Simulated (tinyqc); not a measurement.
Global model of a low-pressure process discharge: electron temperature, density, ion flux and ion energy: one step, computed by the program tinyqc. Command: `OMP_NUM_THREADS=1 python tinyqc.py 3110672 3110673 out.jsonl plasma walk`. One thread of a shared host (Intel(R) Xeon(R) Processor @ 2.30GHz), about 0.01 s of CPU time with the checks.

Maxwellian electrons with temperature T_e in eV, one positive ion, no negative ions, uniform bulk density n; rate constants have the Arrhenius form.

Problem. Biased electrode. All bias power goes to ions: V_b = P_b/(J pi r^2). Debye length at the sheath edge lambda_D = sqrt(eps_0 T_e/(e h_L n)); Child-law sheath s = (sqrt2/3) lambda_D (2 V/T_e)^(3/4), V = V_b + V_s; ion transit time tau_i = 3 s sqrt(M/(2 e V)); collisions in the sheath s/lambda_i.

Inputs (values chosen for the exercise, of the order of those of an inductive discharge in a simple atomic gas):
```
quantity                        value  unit
ion mass M                         40     u
gas temperature T_g               600     K
bias power P_b                     42     W
radius of the biased electrode     10    cm
bias frequency                     27   MHz
```

ion current density J = 0.7006202 mA/cm^2

T_e = 2.229340 eV

h_L = 0.1613113

plasma density n = 1.169011e+11 1/cm^3

wall potential V_s = 10.43240 V

ion mean free path = 0.2556757 cm

Constants: eps_0 = 8.8541878128e-12 F/m; e = 1.602176634e-19 C; u = 1.6605390666e-27 kg.

Give: bias voltage V_b; lambda_D; sheath width s; ion transit time; transit time over bias period; s/lambda_i.

Solution.

bias voltage V_b = 190.8 V

lambda_D = 80.83 micrometre

sheath width s = 1.877 mm

ion transit time = 180.7 ns

transit time over bias period = 4.879

s/lambda_i = 0.7340

Ions take many periods to cross and see the mean voltage: a narrow energy distribution. Many ions collide in the sheath, which lowers their energy and widens their angles.
